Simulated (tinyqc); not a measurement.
Worked calculation: heat flow across a film from the phonon Boltzmann equation in the relaxation-time approximation. Computed by tinyqc, a small Python program that keeps every step. Command: `OMP_NUM_THREADS=1 python tinyqc.py 3009774 3009775 out.jsonl slabbte walk`. One thread of a shared host (Intel(R) Xeon(R) Processor @ 2.30GHz), about 0.01 s of CPU time with the checks. Intermediate numbers are printed to about 6 digits and carried at full precision; extremes and crossings named in words are read from the listed rows.

Two black walls, hot at x = 0 and cold at x = L, emit phonons isotropically. For one free path Lambda, with tau = x/Lambda, tau_L = L/Lambda and phi = (T - T_cold)/Delta T, energy balance gives phi(tau) = (1/2) [E2(tau) + int_0^tau_L phi(s) E1(|tau - s|) ds]; E_n are the exponential integrals. The flux over the ballistic flux C v Delta T/4 is psi = 1 - 2 int_0^tau_L phi(s) E2(s) ds, and kappa_eff/kappa = (3/4) tau_L psi. kappa = C v Lambda/3 is an input, so at fixed kappa a longer free path means a smaller C v.

Inputs (values chosen for the exercise, modelled on gallium arsenide):

| quantity | value | unit |
|---|---|---|
| bulk conductivity kappa | 45.7 | W/(m K) |
| film thickness L | 310 | nm |
| wall temperature difference Delta T | 13 | K |
| free path Lambda_1 | 64 | nm |
| cells n in the small system | 4 | - |

Free-path groups: one.

## The small linear system for Lambda_1

Cut the film into n equal cells with constant phi, collocated at the centres c_i: the kernel integrates to A_ij = |E2(|c_i - e_j|) - E2(|c_i - e_(j+1)|)|/2 for cell edges e_j, and A_ii = 1 - E2(half a cell); solve (1 - A) phi = E2(c)/2; psi = 1 - 2 sum_j phi_j [E3(e_j) - E3(e_(j+1))].

optical thickness tau_L = 4.84375

1 - A:
```
           1          2          3          4
1   0.273713  -0.112973  -0.018737  -0.003938
2  -0.112973   0.273713  -0.112973  -0.018737
3  -0.018737  -0.112973   0.273713  -0.112973
4  -0.003938  -0.018737  -0.112973   0.273713
```

right-hand side E2(c)/2: 0.136856  0.0238829  0.00514563  0.00120785

flux weights E3(e_j) - E3(e_(j+1)): 0.417271  0.0648081  0.0136877  0.00318464

## Temperature profile and flux in the small system

In short, (1 - A) phi = b and psi = 1 - 2 sum_j w_j phi_j, with b the right-hand side and w_j the flux weights; the cells divide 0 to tau_L.

phi at the cell centres: 0.775271  0.591312  0.408688  0.224729

psi, small system = 0.263741

## Fine solution for Lambda_1

Use 150 and 300 cells and extrapolate psi = (4 psi(300) - psi(150))/3. The jump at the hot wall is 1 - phi there (linear extrapolation from the first two of 300 cells). Two-flux (diffusion with slip) formula: psi = 1/(1 + 3 tau_L/4).

psi for Lambda_1 = 0.212839

kappa_eff/kappa for Lambda_1 = 0.773203

jump at the wall / Delta T for Lambda_1 = 0.0927558

psi, two-flux formula = 0.215852

The small system misses psi by +23.92 %, since its cells are thicker than a free path, and the two-flux formula by +1.4 %. Transport is nearly diffusive: the jumps are small.

## Conductivity, flux and boundary resistance of the film

Each group is solved on its own with 150 and 300 cells, psi = (4 psi(300) - psi(150))/3, and weighted by its share of kappa. Flux J = kappa_eff Delta T/L; apparent boundary resistance per wall (L/kappa_eff - L/kappa)/2.

kappa_eff = 35.3354 W/(m K)

kappa_eff/kappa = 0.773203

flux J = 1.48181 GW/m^2

apparent resistance per wall = 0.994855 m^2 K/GW

## Exact and approximate size effects

Two-flux: kappa_eff/kappa = sum f_i/(1 + 4 Lambda_i/(3 L)). Matthiessen with the thickness: sum f_i/(1 + Lambda_i/L). Ballistic limit: sum f_i 3 L/(4 Lambda_i).

Kappa_eff/kappa:

| L (nm) | Boltzmann | two-flux | Matthiessen | ballistic limit |
|---|---|---|---|---|
| 1.9 | 0.0216476 | 0.0217807 | 0.0288316 | 0.0222656 |
| 6.4 | 0.0686777 | 0.0697674 | 0.0909091 | 0.075 |
| 16 | 0.153796 | 0.157895 | 0.2 | 0.1875 |
| 38 | 0.298130 | 0.308108 | 0.372549 | 0.445312 |
| 96 | 0.514486 | 0.529412 | 0.6 | 1.125 |
| 260 | 0.740901 | 0.752896 | 0.802469 | 3.046875 |
| 640 | 0.875620 | 0.882353 | 0.909091 | 7.5 |
| 1600 | 0.946466 | 0.949367 | 0.961538 | 18.75 |

The two-flux formula lies above the Boltzmann result by at most about 3.3 % (at L = 38 nm); the Matthiessen form is high by up to 33 %, since it misses the factor 3/4 of the ballistic limit. The thinnest film reaches 97 % of that limit, and the thickest, 25 Lambda_1, only 95 % of the bulk value. Rows below about 10 nm are near the phonon wavelength, where a particle picture fails.

Checks made by the program: symmetry phi(tau) + phi(tau_L - tau) = 1 (relative difference below 1e-10); thick-film limit psi = 1/(3 tau_L/4 + 1.0657) at tau_L = 20 (relative difference 2e-04).
